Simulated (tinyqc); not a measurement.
Sharpness of the interface: valley splitting of a silicon quantum well in envelope theory.

The well lies at 0 < z < L; U(z) = V0 [1/(1 + exp(z/w)) + 1/(1 + exp((L - z)/w))] - e F z, 1 mV/nm = 1e-4 eV/angstrom. The envelope psi solves -(c/ml) psi'' + U psi = E psi, c = hbar^2/2m0, by three-point differences on a grid of 0.1 angstrom from -40 to L + 40 angstrom. The two valleys at +/- k0 couple through D = C0 times the integral of exp(-i q z) U(z) psi^2, q = 2 k0 (2 pi/a), and split by Ev = 2|D|.

Random alloy: with Y(z) = Yw + (Yb - Yw) B(z), B the bracket in U, and in-plane density exp(-r^2/ad^2)/(pi ad^2), D gains a random complex part of variance sigma^2 = (C0^2/pi)(a^2 V0/(8 ad (Yb - Yw)))^2 (4/a) times the integral of psi^4 Y (1 - Y). Alone it gives a mean splitting sqrt(pi) sigma; together with the smooth part the rms splitting is 2 sqrt(|D|^2 + sigma^2).

Constants: hbar^2/2m0 = 3.80998211 eV angstrom^2.

Inputs chosen for the exercise (near those of a strained Si well in SiGe; not measured data):
- L = 74 angstrom (well width)
- V0 = 0.19 eV (conduction offset)
- ml = 0.906 m0 (mass along z)
- F = 6.3 mV/nm (field pressing towards the upper interface)
- k0 = 0.85 2 pi/a (valley position)
- a = 5.431 angstrom (lattice constant)
- C0 = 0.282 (Bloch overlap factor)
- Yb = 0.29 (Ge share of the barrier)
- Yw = 0.02 (Ge share of the well)
- ad = 140 angstrom (dot radius)
- ws = (0.2, 0.7, 0.8, 1.2, 2.1, 3.2, 4.9) angstrom (interface widths)

The smooth part 2|D| and the disorder part against w, beside y/sinh(y) with y = pi q w. The 12 to 88 % width of the step is 4w.

Results:

| w (angstrom) | 4w (angstrom) | 2\|D\| (micro-eV) | y/sinh(y) | sqrt(pi) sigma (micro-eV) |
|---|---|---|---|---|
| 0.2 | 0.8 | 140.60 | 0.78 | 94.3 |
| 0.7 | 2.8 | 21.09 | 0.11 | 94.4 |
| 0.8 | 3.2 | 13.12 | 0.071 | 94.5 |
| 1.2 | 4.8 | 1.75 | 0.0089 | 94.7 |
| 2.1 | 8.4 | 0.01 | 6.0e-05 | 95.6 |
| 3.2 | 12.8 | 0.00 | 1.0e-07 | 97.4 |
| 4.9 | 19.6 | 0.00 | 4.3e-12 | 102.3 |

The smooth part needs a Fourier component of U psi^2 at a wavelength of 3.19 angstrom; from the first row to the third it falls by a factor 10.7, while y/sinh(y) falls by 11.1 (the envelope near the step and the phase between the two interfaces change too). The disorder part goes from 94.3 to 102.3 micro-eV. It takes over between w = 0.2 and 0.7 angstrom, that is a step 0.8 to 2.8 angstrom wide, with 1.36 angstrom to an atomic layer.

Computed by tinyqc, a small Python program: `OMP_NUM_THREADS=1 python tinyqc.py 1281391 1281392 out.jsonl` (the numbers bound the seed that draws the inputs); one thread of a shared host (Intel(R) Xeon(R) Processor @ 2.30GHz), about 0.2 s for the whole set of steps.
